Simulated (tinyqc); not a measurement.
Three-level Kane dispersion of a narrow-gap semiconductor: sweeps and comparisons. A value that a table varies takes the place of the one given here.

Zero of energy at Gamma8, c = hbar^2/2m0, P^2 = Ep c. The free-electron term and remote bands are left out, so the heavy holes are flat at E = 0 and the other three bands obey E (E - Eg)(E + Dso) = P^2 k^2 (E + 2 Dso/3). The conduction band is the highest root; its edge is Ec = max(Eg, 0).

Degenerate electrons at T = 0: kF = (3 pi^2 n)^(1/3), 1 cm^-3 = 1e-24 angstrom^-3; EF is the highest root at kF. The momentum (cyclotron, optical) mass is m(E) = hbar^2 k/(dE/dk) = c d(k^2)/dE with d(k^2)/dE = k^2 [1/E + 1/(E - Eg) + 1/(E + Dso) - 1/(E + 2 Dso/3)]; the density of states is k d(k^2)/dE/(2 pi^2).

Edge mass m0* = Eg (Eg + Dso)/(Ep (Eg + 2 Dso/3)).
Constants: hbar^2/2m0 = 3.80998211 eV angstrom^2.

Parameters, chosen for this exercise (near those of GaSb; not measured data):
```
symbol  value    unit        meaning
Eg      0.774    eV          E(Gamma6) - E(Gamma8)
Dso     0.76     eV          spin-orbit splitting
Ep      25.8     eV          Kane energy
k       0.02     1/angstrom  wave vector
n       1.1e+17  cm^-3       electron density
```

## Filling the band

n from 1e15 to 1e19 cm^-3. The last column is the local power d ln(EF - Ec)/d ln n = kF^2/(1.5 (EF - Ec) d(k^2)/dE).

Results:
```
n (cm^-3)  kF (1/angstrom)  EF - Ec (meV)  parabolic (meV)   m(EF)  m(EF)/m0*  power
1.0e+15            0.00309            1.0              1.0  0.0360       1.00  0.666
1.0e+16            0.00667            4.7              4.7  0.0363       1.01  0.663
3.0e+16            0.00961            9.7              9.8  0.0367       1.02  0.659
1.0e+17            0.01436           21.3             21.9  0.0377       1.05  0.651
3.0e+17            0.02071           43.3             45.5  0.0395       1.10  0.636
1.0e+18            0.03094           91.7            101.5  0.0435       1.21  0.609
3.0e+18            0.04462          175.5            211.1  0.0504       1.40  0.571
1.0e+19            0.06665          339.2            471.0  0.0637       1.77  0.522
```

The power falls from 0.666 to 0.522: 2/3 marks a parabola, 1/3 a linear band. The parabola is within 10 % up to n = 3.0e+17 cm^-3. The mass ends at 1.77 times its edge value. Side valleys are left out; where they lie low (GaSb, grey Sn: about 0.1 eV) they take the electrons long before the last rows.

## Closing and inverting the gap

Eg is varied at fixed k, Dso and Ep. Edge mass: Eg (Eg + Dso)/(Ep (Eg + 2 Dso/3)) for Eg > 0, 3 |Eg|/(2 Ep) for Eg < 0. The Gamma6 weight of the conduction state is 1/(1 + P^2 k^2 [(2/3)/E^2 + (1/3)/(E + Dso)^2]).

Results:
```
Eg (eV)      m0*  highest root (eV)  middle (eV)  lowest (eV)  E - Ec (meV)  Gamma6 weight
-0.300   0.01744             0.0733      -0.3445      -0.7888          73.3          0.170
-0.150   0.00872             0.1079      -0.2360      -0.7819         107.9          0.306
-0.060   0.00349             0.1408      -0.1816      -0.7791         140.8          0.428
-0.015   0.00087             0.1615      -0.1585      -0.7780         161.5          0.495
0.015    0.00086             0.1770      -0.1448      -0.7773         162.0          0.540
0.060    0.00337             0.2028      -0.1265      -0.7763         142.8          0.606
0.150    0.00806             0.2626      -0.0979      -0.7747         112.6          0.718
0.300    0.01528             0.3804      -0.0678      -0.7726          80.4          0.839
```

The edge mass vanishes with |Eg| from both sides, yet the kinetic energy at this k stays finite, at most 162.0 meV in the table; at Eg = 0 the two-level form, without the split-off band, gives the linear value sqrt(2/3) P k = 161.9 meV. The Gamma6 weight of the conduction state goes smoothly from 0.17 to 0.84 and is 0.49 and 0.54 in the two rows next to Eg = 0: at finite k nothing jumps at the inversion.

## What each parameter does

Edge mass, EF - Ec and m(EF). Each row changes one parameter from the base and keeps the others.

Results:
```
case               m0* (m0)  EF - Ec (meV)  m(EF) (m0)
base                0.03593          22.70     0.03783
n = 2.2e+17 cm^-3   0.03593          35.52     0.03889
Eg = 0.6579 eV      0.03105          26.04     0.03325
Dso = 0.874 eV      0.03644          22.39     0.03833
Ep = 29.67 eV       0.03125          26.01     0.03313
```

The largest shifts from the base row, up to three for each result and ties (the steps differ in size, so this ranks the rows, not the parameters). m0* (m0): Eg -0.00489, Ep -0.00469, Dso +0.00051; unchanged at the printed digits by n. EF - Ec (meV): n +12.82, Eg +3.34, Ep +3.31. m(EF) (m0): Ep -0.00469, Eg -0.00458, n +0.00107.

tinyqc: `OMP_NUM_THREADS=1 python tinyqc.py 1080481 1080482 out.jsonl`; about 0.01 s, one thread, shared Intel(R) Xeon(R) Processor @ 2.30GHz.
